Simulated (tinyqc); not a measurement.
# Inputs raised by 10 %, one at a time

Model: ballistic transport through the one-dimensional subbands of a rectangular nanowire or nanosheet channel. Computed by tinyqc, a small Python program. Command: `OMP_NUM_THREADS=1 python tinyqc.py 3003698 3003699 out.jsonl wire sens`. One thread of a shared host (Intel(R) Xeon(R) Processor @ 2.30GHz), about 0.07 s of CPU time with the checks.

Hard walls, parabolic subbands, transport along x. Energies are counted from the bulk conduction band edge at the top of the barrier, which the gate pulls down by U; the source Fermi level lies at the bulk edge when U = 0.

Inputs (values chosen for the exercise, modelled on silicon):

| quantity | value | unit |
|---|---|---|
| light mass m_t | 0.19 | m_0 |
| heavy mass m_l | 0.919 | m_0 |
| height a | 3.7 | nm |
| width b | 6.6 | nm |
| equivalent oxide thickness t | 0.83 | nm |
| gate voltage above flat band V_G | 1 | V |
| drain voltage V_D | 0.01 | V |
| temperature T | 300 | K |
| mean free path for back-scattering lambda | 18 | nm |
| channel length L | 18 | nm |

Valleys: silicon [100] wire.

Constants: hbar^2/(2 m_0) = 3.80998212 eV angstrom^2; k_B = 8.617333262e-05 eV/K; m_0 = 9.1093837015e-31 kg; k_B = 1.380649e-23 J/K; hbar = 1.054571817e-34 J s; eps_0 = 8.8541878128e-12 F/m; e = 1.602176634e-19 C; h = 6.62607015e-34 J s.

Method:
- E_pq = (hbar^2 pi^2/2)(p^2/(m_y b^2) + q^2/(m_z a^2)); valley pairs: (m_x, m_y, m_z) = (m_t, m_t, m_l), (m_t, m_l, m_t), (m_l, m_t, m_t), each with degeneracy g = 2; the 10 lowest subbands are kept.
- F_j(eta) = (1/Gamma(j + 1)) int_0^infinity x^j/(1 + exp(x - eta)) dx, F_0 = ln(1 + exp(eta)). Integrals over x = E/(k_B T) use 160 Gauss-Legendre points in u = sqrt(x) from 0 to sqrt(max(eta, 0) + 32).
- With degeneracy g = 2, eta_i = (U - E_i)/(k_B T) and u = e V_D/(k_B T): line density n = sum_i g sqrt(2 m_x k_B T/pi)/(2 hbar) [F_-1/2(eta_i) + F_-1/2(eta_i - u)]; gate: e n = C_ox (V_G - U/e), C_ox = 3.9 eps_0 2 (a + b)/t (flat-plate estimate); I = (2 e k_B T/h) sum_i g [F_0(eta_i) - F_0(eta_i - u)].
- Linear conductance G = (2 e^2/h) sum_i g f(eta_i), g = 2, f = 1/(1 + exp(-eta_i)), with the barrier frozen at the eta_i above; current per perimeter I/(2(a + b)); with scattering, transmission lambda/(lambda + L) and low-bias resistance (1 + L/lambda)/G.

Runs:

| input moved | from | to | line density n (1/nm) | mean velocity I/(e n) (1e7 cm/s) | ballistic conductance (microsiemens) | low-bias resistance with scattering (kiloohm) |
|---|---|---|---|---|---|---|
| base run | - | - | 4.1678 | 0.12353 | 858.43 | 2.3298 |
| light mass m_t (m_0) | 0.19 | 0.209 | 4.2460 | 0.12035 | 853.33 | 2.3438 |
| height a (nm) | 3.7 | 4.07 | 4.4080 | 0.12105 | 888.03 | 2.2522 |
| equivalent oxide thickness t (nm) | 0.83 | 0.913 | 3.8218 | 0.12704 | 813.02 | 2.4600 |
| gate voltage above flat band V_G (V) | 1 | 1.1 | 4.6530 | 0.11883 | 917.08 | 2.1808 |
| drain voltage V_D (V) | 0.01 | 0.011 | 4.1655 | 0.13589 | 861.36 | 2.3219 |
| mean free path for back-scattering lambda (nm) | 18 | 19.8 | 4.1678 | 0.12353 | 858.43 | 2.2239 |
| channel length L (nm) | 18 | 19.8 | 4.1678 | 0.12353 | 858.43 | 2.4463 |

Exponents ln(y'/y) / ln(x'/x):

| input | line density n | mean velocity I/(e n) | ballistic conductance | low-bias resistance with scattering |
|---|---|---|---|---|
| light mass m_t | 0.195 | -0.273 | -0.063 | 0.063 |
| height a | 0.588 | -0.212 | 0.356 | -0.356 |
| equivalent oxide thickness t | -0.909 | 0.294 | -0.570 | 0.570 |
| gate voltage above flat band V_G | 1.155 | -0.407 | 0.693 | -0.693 |
| drain voltage V_D | -0.006 | 1.001 | 0.036 | -0.036 |
| mean free path for back-scattering lambda | 0.000 | 0.000 | 0.000 | -0.488 |
| channel length L | 0.000 | 0.000 | 0.000 | 0.512 |

To which inputs is each result most sensitive?

Among the inputs moved here: line density n answers most in size to gate voltage above flat band V_G (exponent +1.155), next to equivalent oxide thickness t (-0.909); its exponent is below 0.0005 for mean free path for back-scattering lambda, channel length L. mean velocity I/(e n) answers most in size to drain voltage V_D (exponent +1.001), next to gate voltage above flat band V_G (-0.407); its exponent is below 0.0005 for mean free path for back-scattering lambda, channel length L. ballistic conductance answers most in size to gate voltage above flat band V_G (exponent +0.693), next to equivalent oxide thickness t (-0.570); its exponent is below 0.0005 for mean free path for back-scattering lambda, channel length L. low-bias resistance with scattering answers most in size to gate voltage above flat band V_G (exponent -0.693), next to equivalent oxide thickness t (+0.570).

Caution (rows height a): the tenth subband is still occupied, so the truncation to ten understates charge and current.
